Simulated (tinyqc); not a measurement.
# Thin-body transistor below threshold, two-dimensional Poisson equation on a small mesh: effects of single changes

A thin body on a thick buried insulator of low permittivity, taken as carrying no normal field at the bottom of the body (row 0). Mobile charge is neglected (subthreshold), the body is fully depleted, and potentials are counted from the intrinsic level; rows run upward to the gate, columns from source to drain.

Parameters, values chosen for the exercise; semiconductor permittivity close to that of silicon: temperature T = 300 K; relative permittivity of the semiconductor eps_r = 11.7; relative permittivity of the insulator eox = 22; body thickness tb = 5 nm; insulator thickness tox = 3.9 nm; channel length L = 18 nm; acceptor density of the depleted body Na = 0 cm^-3; potential of the source Vbi = 0.54 V; gate offset Vfb = -0.01 V; gate voltage Vg = 0 V; drain voltage Vd = 0.5 V.

Constants: q = 1.602176634e-19 C, kB = 1.380649e-23 J/K, Vt = kB T/q, eps0 = 8.8541878128e-14 F/cm where lengths are in cm. Results are converted to the units shown.

Each table varies one quantity; the others keep the values above.

## Effect of the body thickness

Mesh: rows i = 0..12 in the semiconductor (step hs = tb/12, row 12 on the interface), then 8 step(s) ho = tox/8 up to the gate row 20; columns j = 0..80 (step hy = L/80). Box integration, divided by eps0: up_i = eps hy/h of the interval above row i, dn_i = that of the interval below (0 for row 0), lat_i = (sum of eps h/2 over the intervals above and below)/hy, s_i = -q Na w_i hy/eps0 with w_i the semiconductor height of the box (hs/2 for row 0 and the interface row, hs between, 0 in the insulator). Each free node obeys (up + dn + 2 lat) psi = up psi(above) + dn psi(below) + lat [psi(left) + psi(right)] + s. Fixed values: gate row Vg - Vfb; column 0 at Vbi and the last column at Vbi + Vd in the semiconductor, each running linearly to Vg - Vfb across the insulator. The system is solved directly. On row 0 the minimum of psi and its place come from a parabola through the three lowest nodes; barrier = Vbi - minimum, swing = Vt ln 10/(d psi/dVg), DIBL = (d psi/dVd)/(d psi/dVg) there. Lambda = pi/k with k the smallest positive root of tan(k tox) tan(k tb) = eox/eps_r.

Effect of the body thickness:
```
tb (nm),L/Lambda,barrier (V),place y/L,swing (mV/decade),DIBL (mV/V)
2,1.775,0.4316,0.4398,69.29,55.29
2.6,1.639,0.4010,0.4341,73.03,76.06
3.5,1.455,0.3488,0.4236,80.52,116.5
4.6,1.266,0.2807,0.4079,93.14,181.5
6.1,1.063,0.1918,0.3802,118.2,298.0
8,0.8767,0.09875,0.3305,171.1,492.3
```

Read the table: what changes, and by how much?

As tb goes from 2 to 8 nm, the barrier falls from 0.432 to 0.0987 V, the swing rises from 69.3 to 171 mV a decade and DIBL rises from 55.3 to 492 mV/V; the ideal swing is 59.5. L/Lambda goes from 1.8 to 0.88. At tb = 8 nm the barrier is under 6 Vt, so mobile charge, neglected here, begins to count. For tb = 2 to 4.6 nm the body is under 5 nm thick, where quantum confinement matters.

## Choice of the relaxation factor

Mesh: rows i = 0..2 in the semiconductor (step hs = tb/2, row 2 on the interface), then 2 step(s) ho = tox/2 up to the gate row 4; columns j = 0..5 (step hy = L/5). Sweeps go row by row from row 0, left to right, psi(new) = psi + omega (t - psi) with t the value that solves the node equation for the newest neighbours; free nodes start at zero; stop when the largest change is below 1e-7 V.

Choice of the relaxation factor:
```
omega,sweeps
1,49
1.1,39
1.2,31
1.3,22
1.4,20
1.5,25
1.6,34
1.7,47
1.8,73
1.9,149
```

What does the table show?

Gauss-Seidel (omega = 1) takes 49 sweeps; the fewest, 20, are at omega = 1.4, and omega = 1.9 takes 149. The Jacobi matrix of this mesh has spectral radius rho = 0.8573, so theory puts the best factor at 2/(1 + sqrt(1 - rho^2)) = 1.32.

## Effect of the drain voltage

Same model as above.

Effect of the drain voltage:
```
Vd (V),L/Lambda,barrier (V),place y/L,swing (mV/decade),DIBL (mV/V)
0.05,1.206,0.3229,0.4867,95.11,283.5
0.25,1.206,0.2904,0.4429,96.27,241.5
0.45,1.206,0.2625,0.4088,98.26,214.7
0.65,1.206,0.2380,0.3807,100.7,195.9
0.85,1.206,0.2160,0.3566,103.5,181.7
1.05,1.206,0.1961,0.3353,106.5,170.6
```

Read the table: what changes, and by how much?

As Vd goes from 0.05 to 1.05 V, the barrier falls from 0.323 to 0.196 V, the swing rises from 95.1 to 107 mV a decade and DIBL falls from 283 to 171 mV/V; the ideal swing is 59.5. The barrier top moves from y/L = 0.487 to 0.335, towards the source.

Numbers from tinyqc (`OMP_NUM_THREADS=1 python tinyqc.py 2480164 2480165 out.jsonl`; about 0.1 s on one thread of a shared Intel Xeon 2.30GHz).
